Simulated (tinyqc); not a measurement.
Avalanche multiplication and breakdown of a junction from ionisation integrals: one step, computed by the program tinyqc. Command: `OMP_NUM_THREADS=1 python tinyqc.py 3005165 3005166 out.jsonl impact walk`. One thread of a shared host (Intel(R) Xeon(R) Processor @ 2.30GHz), about 0.01 s of CPU time with the checks.

Ionisation coefficients follow the local field. Position x runs through the depletion layer from the p side (x = 0), where electrons enter, to the n side (x = w), where holes enter. The built-in voltage is neglected.

Problem. Coefficients at the critical field. alpha_n = a_n exp(-(b_n/F)^c), alpha_p = a_p exp(-(b_p/F)^c).

Inputs (values chosen for the exercise, modelled on germanium):

| quantity | value | unit |
|---|---|---|
| electron prefactor a_n | 1.46e+07 | 1/cm |
| electron field b_n | 1.55e+06 | V/cm |
| hole prefactor a_p | 1.08e+07 | 1/cm |
| hole field b_p | 1.3e+06 | V/cm |
| exponent c | 1 | - |

Junction: one-sided abrupt p+n.

critical field F_m = 0.1680814 MV/cm

Give: alpha_n; alpha_p; ratio k = alpha_p/alpha_n; shorter ionisation length.

Solution.

alpha_n = 1443 1/cm

alpha_p = 4725 1/cm

ratio k = alpha_p/alpha_n = 3.274

shorter ionisation length = 2.116 micrometre

Holes ionise more readily at the peak field.
